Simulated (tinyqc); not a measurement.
Worked calculation: MP2 on RHF in the 6-311g basis, for H2, spin multiplicity 1. One step of it, computed by the program tinyqc.

Question. Iteration 6 (converged): orbitals. Diagonalise F' = X^T F X, C = X C', fill 1 alpha and 1 beta electrons from the bottom; D = 2 C_occ C_occ^T. Each column has its largest component positive (the first on a tie).

converged F (hartree):
```
,1H 1s,1H 2s,1H 3s,2H 1s,2H 2s,2H 3s
1H 1s,0.629132,-0.406654,-0.448243,-0.458225,-0.470374,-0.415686
1H 2s,-0.406654,-0.337214,-0.376597,-0.470374,-0.465147,-0.397146
1H 3s,-0.448243,-0.376597,-0.259753,-0.415686,-0.397146,-0.280404
2H 1s,-0.458225,-0.470374,-0.415686,0.629132,-0.406654,-0.448243
2H 2s,-0.470374,-0.465147,-0.397146,-0.406654,-0.337214,-0.376597
2H 3s,-0.415686,-0.397146,-0.280404,-0.448243,-0.376597,-0.259753
```

X:
```
,1H 1s,1H 2s,1H 3s,2H 1s,2H 2s,2H 3s
1H 1s,1.375522,-0.753927,0.216305,0.021589,-0.010313,-0.036813
1H 2s,-0.753927,2.307798,-1.110172,-0.010313,-0.529832,0.341956
1H 3s,0.216305,-1.110172,2.600268,-0.036813,0.341956,-1.427133
2H 1s,0.021589,-0.010313,-0.036813,1.375522,-0.753927,0.216305
2H 2s,-0.010313,-0.529832,0.341956,-0.753927,2.307798,-1.110172
2H 3s,-0.036813,0.341956,-1.427133,0.216305,-1.110172,2.600268
```

Give: F' = X^T F X; orbital energies; coefficients C; D after iteration 6.

Answer.

F' = X^T F X (hartree):
```
,1,2,3,4,5,6
1,1.7032,-1.1746,0.0110,-0.2038,-0.1894,-0.1348
2,-1.1746,0.9468,-0.3814,-0.1894,-0.2196,-0.0310
3,0.0110,-0.3814,0.1910,-0.1348,-0.0310,-0.1298
4,-0.2038,-0.1894,-0.1348,1.7032,-1.1746,0.0110
5,-0.1894,-0.2196,-0.0310,-1.1746,0.9468,-0.3814
6,-0.1348,-0.0310,-0.1298,0.0110,-0.3814,0.1910
```

orbital energies (hartree): MO1 -0.5666, MO2 0.1523, MO3 0.3143, MO4 0.6083, MO5 2.5402, MO6 2.6336

coefficients C:
```
,MO1,MO2,MO3,MO4,MO5,MO6
1H 1s,0.1779,0.0898,-0.0468,-0.0941,-1.1181,-1.0992
1H 2s,0.3026,0.0116,-0.7561,-1.5500,1.2265,1.7188
1H 3s,0.1418,1.9391,0.8640,2.0410,-0.4825,-1.1272
2H 1s,0.1779,-0.0898,-0.0468,0.0941,-1.1181,1.0992
2H 2s,0.3026,-0.0116,-0.7561,1.5500,1.2265,-1.7188
2H 3s,0.1418,-1.9391,0.8640,-2.0410,-0.4825,1.1272
```

D after iteration 6:
```
,1H 1s,1H 2s,1H 3s,2H 1s,2H 2s,2H 3s
1H 1s,0.0633,0.1077,0.0505,0.0633,0.1077,0.0505
1H 2s,0.1077,0.1831,0.0858,0.1077,0.1831,0.0858
1H 3s,0.0505,0.0858,0.0402,0.0505,0.0858,0.0402
2H 1s,0.0633,0.1077,0.0505,0.0633,0.1077,0.0505
2H 2s,0.1077,0.1831,0.0858,0.1077,0.1831,0.0858
2H 3s,0.0505,0.0858,0.0402,0.0505,0.0858,0.0402
```
